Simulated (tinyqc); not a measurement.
Worked calculation: four-point probe, van der Pauw, Hall and spreading-resistance readings of a semiconductor layer. Computed by tinyqc, a small Python program that keeps every step. Command: `OMP_NUM_THREADS=1 python tinyqc.py 3113888 3113889 out.jsonl probe walk`. One thread of a shared host (Intel(R) Xeon(R) Processor @ 2.30GHz), about 0.01 s of CPU time with the checks. Intermediate numbers are printed to about 5 digits and carried at full precision; extremes and crossings named in words are read from the listed rows.

The layer is uniform and ohmic; contacts are points unless a radius is given.

Inputs (values chosen for the exercise, modelled on n-type silicon):

| quantity | value | unit |
|---|---|---|
| carrier density n | 2.2e+14 | 1/cm^3 |
| drift mobility mu | 1350 | cm^2/(V s) |
| layer thickness t | 1800 | micrometre |
| probe spacing s | 1.588 | mm |
| current I | 0.06 | mA |
| radius a of the spreading-resistance contact | 3.5 | micrometre |

Backing of the layer: conducting.

Constants: e = 1.602176634e-19 C.

## Resistivity and sheet resistance

rho = 1/(e n mu); R_s = rho/t.

resistivity rho = 21.015 ohm cm

sheet resistance R_s = 116.75 ohm/square

## Four-point voltage

Collinear probes with equal spacing on a layer with conducting backing: images at depth 2 m t give V = (rho I/(2 pi s)) G, G = 1 + 4 sum_(m>=1) (-1)^m [1/sqrt(1 + (2 m u)^2) - 1/sqrt(4 + (2 m u)^2)], u = t/s; the sum runs to m = 20000, with the last term halved. Limits: thick, rho = 2 pi s V/I; thin on an insulator, rho = (pi/ln 2) t V/I.

t/s = 1.1335

G = 0.75061

voltage V = 0.94857 mV

rho by the thick formula = 15.774 ohm cm

rho by the thin formula = 12.898 ohm cm

The thick formula is off by -24.9 % and the thin one by -38.6 %. A conducting backing shunts the current, so V lies below the thick value.

## Thickness correction

The last two columns give rho(formula)/rho for rho = 2 pi s V/I and rho = (pi/ln 2) t V/I.

Correction against t/s:

| t/s | G | thick formula | thin formula |
|---|---|---|---|
| 0.1 | 1.8916e-06 | 1.8916e-06 | 1.3645e-07 |
| 0.2 | 3.4195e-03 | 3.4195e-03 | 4.9333e-04 |
| 0.3 | 3.7876e-02 | 3.7876e-02 | 8.1964e-03 |
| 0.5 | 2.2900e-01 | 2.2900e-01 | 8.2593e-02 |
| 0.7 | 4.4993e-01 | 4.4993e-01 | 2.2719e-01 |
| 1.0 | 6.8331e-01 | 6.8331e-01 | 4.9290e-01 |
| 1.5 | 8.6403e-01 | 8.6403e-01 | 9.3490e-01 |
| 2.0 | 9.3294e-01 | 9.3294e-01 | 1.3459e+00 |
| 3.0 | 9.7752e-01 | 9.7752e-01 | 2.1154e+00 |
| 5.0 | 9.9480e-01 | 9.9480e-01 | 3.5880e+00 |

The thin formula, made for an insulating backing, holds nowhere here; the thick one holds to 1 % from t/s = 5.

## Spreading resistance

Flat disc contact with the current density of a half-space: R = (rho/(4 a)) c, c = (4/pi) int_0^infinity K(x t/a) sin(x) J1(x)/x^2 dx for a conducting backing, K = tanh, with the voltage averaged over the disc; c tends to 1 for t >> a.

rho/(4 a) = 15011 ohm

factor c = 0.99914

spreading resistance = 14998 ohm

column estimate rho t/(pi a^2) = 9.8292e+06 ohm

## Contact radius against thickness

Compared with (2/pi) arctan(2 t/a) and with the column value 4 t/(pi a).

At the given t:

| t/a | c | arctan form | column form | R (ohm) |
|---|---|---|---|---|
| 0.1 | 0.10891 | 0.12567 | 1.2732e-01 | 3.1789e-01 |
| 0.2 | 0.20149 | 0.24224 | 2.5465e-01 | 1.1762e+00 |
| 0.5 | 0.41490 | 0.50000 | 6.3662e-01 | 6.0550e+00 |
| 1.0 | 0.62068 | 0.70483 | 1.2732e+00 | 1.8116e+01 |
| 2.0 | 0.78894 | 0.84404 | 2.5465e+00 | 4.6055e+01 |
| 5.0 | 0.91241 | 0.93655 | 6.3662e+00 | 1.3316e+02 |
| 10.0 | 0.95596 | 0.96820 | 1.2732e+01 | 2.7902e+02 |
| 30.0 | 0.98529 | 0.98939 | 3.8197e+01 | 8.6276e+02 |

The arctan form misses c by at most about 21 % over these rows; the column form is off by +17 % at t/a = 0.1 and by +105 % at t/a = 1, where the current spreads beyond the disc.

Checks made by the program: G at u = 20 against 1 - 3 eta(3)/(4 u^3), eta(3) = 0.9015427 (relative difference 2e-07); (4/pi) int sin x J1(x)/x^2 dx = 1 (relative difference 3e-05).
